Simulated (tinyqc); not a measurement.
Inside a calculation: Wannier exciton and Elliott formula. Values are carried at full precision from step to step, so a last printed digit may differ when a step is redone from the rounded ones.

Constants: Ry = 13.60569312 eV; a0 (Bohr radius) = 0.5291772105 angstrom; hbar^2/2m0 = 3.80998211 eV angstrom^2; kB = 8.617333262e-05 eV/K; e/hbar = 1.519267448e-05 1/(T angstrom^2); muB = 5.788381798e-05 eV/T.

Inputs chosen for the exercise (near those of GaAs; shifted at random, so the results belong to these values and not to a real crystal):
- me = 0.065 m0 (electron mass)
- mh = 0.162 m0 (hole mass)
- eps = 12.8 (dielectric constant)
- Eg = 1.488 eV (gap)
- N = 0.029 x 1e16/cm^3 (density of pairs)
- T = 150 K (temperature)
- B = 0.34 T (magnetic field)

## Exciton units

1/mu = 1/me + 1/mh, Ry* = Ry mu/eps^2, a* = a0 eps/mu.

mu = 0.04639 m0
Ry* = 3.852 meV
a* = 146.02 angstrom

## Hydrogen-like series

Binding Ry*/n^2 in three dimensions and Ry*/(n - 1/2)^2 in two; strengths relative to n = 1 go as 1/n^3 and (1/2)^3/(n - 1/2)^3. Lines at Eg less the binding.

Series:
```
n  3D binding (meV)  3D line (eV)  3D strength  2D binding (meV)  2D line (eV)  2D strength
1              3.85        1.4841       1.0000             15.41        1.4726       1.0000
2              0.96        1.4870       0.1250              1.71        1.4863       0.0370
3              0.43        1.4876       0.0370              0.62        1.4874       0.0080
4              0.24        1.4878       0.0156              0.31        1.4877       0.0029
```

## Free pairs and excitons

Saha balance n^2/n_x = K = (mu kB T/(4 pi c))^(3/2) exp(-Ry*/kB T) with n + n_x = N, 1s excitons only, equal spin counts for excitons and free pairs; free share f = 2/(1 + sqrt(1 + 4N/K)); c = hbar^2/2m0, Ry* = Ry mu/eps^2, 1/mu = 1/me + 1/mh, 1/angstrom^3 = 1e24/cm^3.

Give K and f.

K = 3.290 x 1e16/cm^3
free share = 0.9913

N a*^3 = 0.0009, below the Mott range of about 0.01 to 0.02.

## Diamagnetic shift

For the 1s state dE = (e B)^2 <x^2 + y^2>/(8 mu m0) = c ((e/hbar) B)^2 a*^2/(2 mu), c = hbar^2/2m0; it holds while gamma = muB B/(mu Ry*) is small.

dE = 0.02336 meV
gamma = 0.110

gamma is small, as assumed.

## Checks

- 1s binding from the radial equation by finite differences against Ry*, meV: both 3.85.

(tinyqc, `OMP_NUM_THREADS=1 python tinyqc.py 1280902 1280903 out.jsonl`, Intel(R) Xeon(R) Processor @ 2.30GHz, 1 thread, shared host, about 0.01 s.)
